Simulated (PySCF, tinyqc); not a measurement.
Worked calculation: RHF in the sto-3g basis, for H4, spin multiplicity 1. The lowest restricted solution is unstable here: a spin-polarised one lies 0.1299 hartree lower (PySCF). One step of it, computed by the program tinyqc.

Question. Iteration 2: DIIS coefficients. Solve [B -1; -1 0][c; lambda] = [0; -1] for the coefficients, which sum to one.

B (overlaps of the stored error matrices):
```
[[7.4604914e-01, 2.7855476e-01],
 [2.7855476e-01, 2.1700535e-01]]
```

Give: DIIS coefficients.

Answer.

DIIS coefficients: [-0.152, 1.152]
